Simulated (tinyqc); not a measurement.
# Worked calculation: gated two-dimensional channel with two bands, quantum capacitance

tinyqc, about 0.01 s, one thread, Intel Xeon 2.30GHz (shared host): `OMP_NUM_THREADS=1 python tinyqc.py 2200031 2200032 out.jsonl` Printed values are rounded.

phi is the Fermi level above the lowest band edge, in volts; Vg is counted from the gate voltage at which an empty channel would have phi = 0. The channel has no thickness; trap charge is -q Dit phi.

Parameters, values chosen for the exercise; lowest band close to that of a thin germanium body:
- T = 150 K (temperature)
- eox = 3.9 (relative permittivity of the gate insulator (close to silicon dioxide))
- tox = 1.8 nm (insulator thickness)
- md = 0.0793 m0 (in-plane mass)
- gv = 1 (valley degeneracy)
- m2 = 0.12 m0 (in-plane mass of a second band, chosen freely)
- g2 = 1 (valley degeneracy of that band, chosen freely)
- E2 = 0.3 eV (second band edge above the first)
- Dit = 0 cm^-2 eV^-1 (density of traps)
- Vg = 0.2 V (gate voltage)

Constants: q = 1.602176634e-19 C, kB = 1.380649e-23 J/K, hbar = 1.054571817e-34 J s, m0 = 9.1093837015e-31 kg, Vt = kB T/q, eps0 = 8.8541878128e-14 F/cm where lengths are in cm. Results are converted to the units shown.

## Gate capacitance

Cox = eps0 eox/tox.

Cox = 1.91841 uF/cm^2

## Starting value

phi = 0.01 V.

phi at the start = 0.01 V

## Iteration 1: new phi

D1 = gv md m0 q/(pi hbar^2), D2 = g2 m2 m0 q/(pi hbar^2) per eV; n1 = D1 Vt ln(1 + exp(phi/Vt)), n2 = D2 Vt ln(1 + exp((phi - E2)/Vt)), n = n1 + n2; Cq = q dn/dphi = q [D1/(1 + exp(-phi/Vt)) + D2/(1 + exp((E2 - phi)/Vt))]. Newton: f = phi + q (n + Dit phi)/Cox - Vg, phi(new) = phi - f/(1 + (Cq + q Dit)/Cox).

n1 = 4.93694e11 cm^-2
n2 = 116.942 cm^-2
Cq = 3.63188 uF/cm^2
f = -0.148769 V
phi after iteration 1 = 0.0614206 V

## Iteration 2: new phi

As before.

n1 = 2.03831e12 cm^-2
n2 = 6246.35 cm^-2
Cq = 5.26194 uF/cm^2
f = 0.0316517 V
phi after iteration 2 = 0.0529640 V

## Iteration 3: new phi

As before.

n1 = 1.76155e12 cm^-2
n2 = 3247.13 cm^-2
Cq = 5.22065 uF/cm^2
f = 8.13909e-5 V
phi after iteration 3 = 0.0529422 V

## Course of the iteration

Stop when the step is below 1e-10 V, or after 40 iterations.

Course of the iteration:
```
iteration  phi before the step (V)   step (V)
1                             0.01     0.0514
2                        0.0614206   -8.46e-3
3                        0.0529640   -2.19e-5
4                        0.0529422  -2.21e-10
5                        0.0529422    < 1e-14
```

Converged in 5 iterations.

## Charge and capacitances at the solution

converged phi = 0.0529422 V

D1 = gv md m0 q/(pi hbar^2), D2 = g2 m2 m0 q/(pi hbar^2) per eV; n1 = D1 Vt ln(1 + exp(phi/Vt)), n2 = D2 Vt ln(1 + exp((phi - E2)/Vt)), n = n1 + n2; Cq = q dn/dphi = q [D1/(1 + exp(-phi/Vt)) + D2/(1 + exp((E2 - phi)/Vt))]. 1/C_G = 1/Cox + 1/(Cq + q Dit); dphi/dVg = Cox/(Cox + Cq + q Dit).

n = 1.76083e12 cm^-2
Cq = 5.22050 uF/cm^2
C_G = 1.40288 uF/cm^2
dphi/dVg = 0.268725

Cq is 2.72 times Cox, so C_G is 73.1 % of Cox; 26.5 % of the gate voltage has gone into phi.
